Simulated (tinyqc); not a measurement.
Thermal boundary conductance by the acoustic and diffuse mismatch models: one step, computed by the program tinyqc.

Each side has one longitudinal and two transverse Debye branches, omega = v q up to q_D = (6 pi^2 n)^(1/3), with n counting all atoms. Scattering at the interface is elastic. Electrons are left out of G, also for metals. Melting is ignored. G refers to the temperatures of the phonons sent towards the interface. Linear branches over all atoms overstate G at high T, most for crystals with several atoms a cell.

Question. Cut-off frequencies and impedances. omega_c = v q_D for each branch, given as hbar omega_c/k_B; impedance Z = rho v.

Inputs (values chosen for the exercise, modelled on diamond (side 1) and aluminium (side 2)):
```
quantity                    value    unit
density rho_1                3.58  g/cm^3
longitudinal velocity vL_1  17800     m/s
transverse velocity vT_1    12600     m/s
atom density n_1              174  1/nm^3
density rho_2                2.69  g/cm^3
longitudinal velocity vL_2   6110     m/s
transverse velocity vT_2     3030     m/s
atom density n_2             60.3  1/nm^3
```

Structure: film on a substrate.

Constants: hbar = 1.054571817e-34 J s; k_B = 1.380649e-23 J/K.

Give: Branches.

Answer.

Branches:
```
branch     v (m/s)  cut-off (K)  Z (1e6 kg/(m^2 s))
L, side 1    17800         2959             63.7240
T, side 1    12600         2094             45.1080
L, side 2     6110          713             16.4359
T, side 2     3030          354              8.1507
```
